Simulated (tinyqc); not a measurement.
Inside a calculation. Model: domain walls in a thin film with perpendicular anisotropy: Bloch, Neel and chiral walls, motion and stripe domains. Computed by tinyqc, a small Python program that keeps every step. Command: `OMP_NUM_THREADS=1 python tinyqc.py 3026353 3026354 out.jsonl mwall walk`. One thread of a shared host (Intel(R) Xeon(R) Processor @ 2.30GHz), about 0.01 s of CPU time with the checks. Intermediate numbers are printed to about 7 digits and carried at full precision; extremes and crossings named in words are read from the listed rows.

One-dimensional wall: polar angle theta(x), azimuth phi of the moment in the wall (phi = 0 Neel, 90 degrees Bloch). mu_0 = 1.25663706212e-6 T m/A, gamma = 1.76085963023e11 rad/(s T).

Inputs (values chosen for the exercise, for a model film):
```
quantity                      value        unit
saturation magnetisation M_s   1270        kA/m
exchange stiffness A             15        pJ/m
uniaxial anisotropy K_u        1650      kJ/m^3
DMI constant D                 0.48      mJ/m^2
thickness t                     0.6          nm
damping alpha                 0.014           -
current density J               2.2  1e12 A/m^2
spin Hall angle theta_SH       0.18           -
```

Drive: spin-orbit torque.

Constants: hbar = 1.054571817e-34 J s; e = 1.602176634e-19 C.

## Width and energy of the Bloch wall

K_eff = K_u - mu_0 M_s^2/2; Delta = sqrt(A/K_eff); sigma_0 = 4 sqrt(A K_eff); profile theta = 2 arctan exp(x/Delta); quality factor Q = 2 K_u/(mu_0 M_s^2).

K_eff = 636.5850 kJ/m^3

width parameter Delta = 4.854197 nm

sigma_0 = 12.36044 mJ/m^2

quality factor Q = 1.628158

## Bloch or Neel

sigma(phi) = sigma_0 + 2 Delta K_D cos^2(phi) - pi D cos(phi), with the wall shape anisotropy K_D = N_x mu_0 M_s^2/2, N_x = t ln 2/(pi Delta). The minimum has cos(phi) = D/D_N for D < D_N = 4 Delta K_D/pi and phi = 0 beyond; sigma turns negative at D_c = (sigma_0 + 2 Delta K_D)/pi.

K_D = 27.63737 kJ/m^3

D_N = 0.1708143 mJ/m^2

azimuth phi = 0 degrees

wall energy sigma = 11.12079 mJ/m^2

D_c = 4.019857 mJ/m^2

A pure chiral Neel wall. D is 0.12 of D_c.

## Velocity under current

Spin-orbit drive: B_SL = hbar theta_SH J/(2 e M_s t) acts as the field (pi/2) B_SL cos(phi). Steady state: v = (gamma Delta/alpha)(pi/2) B_SL cos(phi) = gamma Delta [B_D sin(phi) - (B_K/2) sin(2 phi)], B_K = 2 K_D/M_s, B_D = pi D/(2 M_s Delta); the root with phi between its rest value and 90 degrees; v saturates at v_D = gamma Delta B_D.

B_SL = 171.0315 mT

azimuth in motion = 89.63566 degrees

velocity = 104.3012 m/s

saturation velocity v_D = 104.5399 m/s

v is 100 % of v_D: the wall has turned towards Bloch, where the torque loses its grip. Caution: pinning, heating and tilting of the wall are left out.

## Velocity against current

The formulas are those given above.

Steady motion:
```
J (1e12 A/m^2)  B_SL (mT)  phi (degrees)   v (m/s)  v at fixed rest phi (m/s)
0.02               1.5548       60.03766   74.4719                     149.11
0.05               3.8871       75.65640   92.3522                     372.78
0.10               7.7742       82.38994   98.7359                     745.57
0.20              15.5483       86.08678  101.7632                    1491.14
0.50              38.8708       88.40953  103.4675                    3727.84
1.00              77.7416       89.20067  104.0108                    7455.68
2.00             155.4831       89.59932  104.2772                   14911.36
5.00             388.7078       89.83949  104.4353                   37278.40
```

The linear law holds to 5 % in 0 of the eight rows; in the last row v is 99.9 % of v_D = pi gamma D/(2 M_s), which depends on neither alpha nor theta_SH.

## Stripe domains

Dipolar length l = sigma/(mu_0 M_s^2); for t much smaller than the period the domain width is w = 0.955 t exp(pi l/t) (Kaplan and Gehring), given as log10 of w in nm.

dipolar length l = 5.486789 nm

log10 of the domain width in nm = 12.23490

Domains would exceed a millimetre: any device is a single domain in equilibrium.

## Raising D

The formulas are those given above.

Wall against D; the last column is the Kaplan-Gehring width, log10[0.955 t exp(pi sigma/(mu_0 M_s^2 t))/nm], with a dash where it falls below 10 Delta and the formula fails:
```
D (mJ/m^2)  phi (degrees)  sigma (mJ/m^2)  sigma/sigma_0  log10 domain width
0.034            78.51879        12.34981      0.9991400            13.61377
0.085            60.15757        12.29400      0.9946247            13.55115
0.140            34.95488        12.18020      0.9854180            13.42348
0.800             0.00000        10.11548      0.8183754            11.10701
1.600             0.00000         7.60220      0.6150433             8.28729
2.400             0.00000         5.08893      0.4117111             5.46758
3.200             0.00000         2.57566      0.2083790             2.64786
3.600             0.00000         1.31902      0.1067129                   -
```

D_N is 4 % of D_c, so a small D fixes the chirality long before it lowers the energy much. Beyond D_N sigma falls by pi per unit of D, and the domain width, which has sigma in an exponent, drops by 11.0 decades over the valid rows (values above 6 mean a single domain in any device).

Checks made by the program: sigma_0 against the integral over the profile (relative difference below 1e-10).
